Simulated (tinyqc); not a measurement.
Equation-of-state fits to an energy-volume table made by a known binding curve. Changing the points N. Computed by tinyqc, a small Python program. Command: `OMP_NUM_THREADS=1 python tinyqc.py 3016003 3016004 out.jsonl eosfit sweep`. One thread of a shared host (Intel(R) Xeon(R) Processor @ 2.30GHz), about 0.05 s of CPU time with the checks.

With x = (V/V_0)^(1/3), the energy per atom is E = D [exp(-2 eta (x - 1)) - 2 exp(-eta (x - 1))], so that B0 = 2 D eta^2/(9 V_0) and B' = 1 + eta. B' = dB/dP at P = 0.

Inputs (values chosen for the exercise, for a model crystal): cohesive energy D = 3.67 eV/atom; true volume V_0 = 35.8 angstrom^3/atom; stiffness eta = 3.71; half-width of the volume window w = 0.06; shift of the window centre s = 0.0074; compression V/V_0 for the pressure test = 0.8; noise amplitude = 0.026 meV.

Binding curve: Morse. Noise: added.

numbers xi_j, drawn evenly from -1 to 1: [-0.0438, -0.3363, 0.5290, -0.9410, -0.5088, -0.4013, 0.9430, 0.1256, -0.0870, 0.3407, -0.9360, 0.7850, 0.0428, -0.1666, 0.5711, 0.1758, -0.0531, 0.5017, -0.0197, 0.1469, 0.4709]

Constants: 1 eV/angstrom^3 = 160.2176634 GPa.

Method:
- B0 and B' from the formulas above; P = -dE/dV at V = c V_0 (c the compression chosen), from the curve itself.
- Table: V_j = V_0 [1 + s + w (2 j/(N - 1) - 1)], j = 0..N-1, rounded to 0.001; E_j from the curve plus the noise amplitude times the listed numbers xi_j (xi_0 first), rounded to 1e-7 eV.
- Third-order Birch-Murnaghan is a cubic in u = V^(-2/3): fit it by linear least squares, find the minimum, and take B0 = V E''(V), B' = -1 - V E'''/E'' there.
- Errors are fitted minus exact, relative; the pressure at c V_0 uses P = (3 B0/2) (x^7 - x^5) [1 + (3/4)(B' - 4)(x^2 - 1)], x = (V0/V)^(1/3) with the fitted values.

One run for each value:
```
points N  error of B0 (%)  error of B' (%)  root-mean-square residual (meV)
5                 -0.1118           -0.271                          0.00999
6                 -0.0889           -0.812                          0.00960
7                 -0.0066           -2.083                          0.00902
9                  0.0116            1.076                          0.01347
11                -0.0285            2.272                          0.01285
15                -0.0294            0.338                          0.01366
21                -0.0431            0.338                          0.01201
```

Describe and explain the trends.

Over the rows, error of B0 (%) goes from -0.112 through a maximum among these rows, 0.0116 at 9.00, to -0.0431; error of B' (%) lies between -2.08 and 2.27 without a single trend; root-mean-square residual (meV) lies between 0.00902 and 0.0137 without a single trend. More points on the same window average the noise only as about N^(-1/2), and one draw of noise need not show even that.

Extremes, crossings and ranges named in words are read from the listed rows.
